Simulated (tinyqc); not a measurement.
# Thickness of the second layer from the transmission

Question. A two-layer stack carries the voltage V: F1 = V/(t1 + t2 eps1/eps2), F2 = F1 eps1/eps2; U = phi1 - F1 x in layer 1 and phi2 - F1 t1 - F2 (x - t1) in layer 2. T = exp(-S) at E = 0, C = hbar^2/(2 m0). Each layer adds (2/F) sqrt(m/C) [G(u at its left edge) - G(u at its right edge)] to S, with u = U - E (0 where negative) and G(u) = (2/3) u^1.5. Find t2, known to lie between 0.3 and 6 nm, and F1.

Inputs (values chosen for the exercise): barrier of layer 1 above the emitter Fermi level at zero bias phi1 = 3.25 eV; tunnelling mass of layer 1 m1 = 0.5 m0; thickness of layer 1 t1 = 0.7 nm; relative permittivity of layer 1 eps1 = 3.81; barrier of layer 2 at zero bias phi2 = 1.41 eV; tunnelling mass of layer 2 m2 = 0.25 m0; relative permittivity of layer 2 eps2 = 25.5; voltage across the dielectric V = 0.7 V.

Constants: q = 1.602176634e-19 C, hbar = 1.054571817e-34 J s, m0 = 9.1093837015e-31 kg, hbar^2/(2 m0) = 0.0380998212 eV nm^2. Results are converted to the units shown.

T at E = 0 = 5.5513391e-9

Answer. Over that range S rises steadily with t2, so S = -ln T has one root, found by bisection.

t2 = 2.200 nm
F1 = 6.805 MV/cm

tinyqc, about 0.03 s, one thread, Intel Xeon 2.30GHz (shared host): `OMP_NUM_THREADS=1 python tinyqc.py 2540009 2540010 out.jsonl`
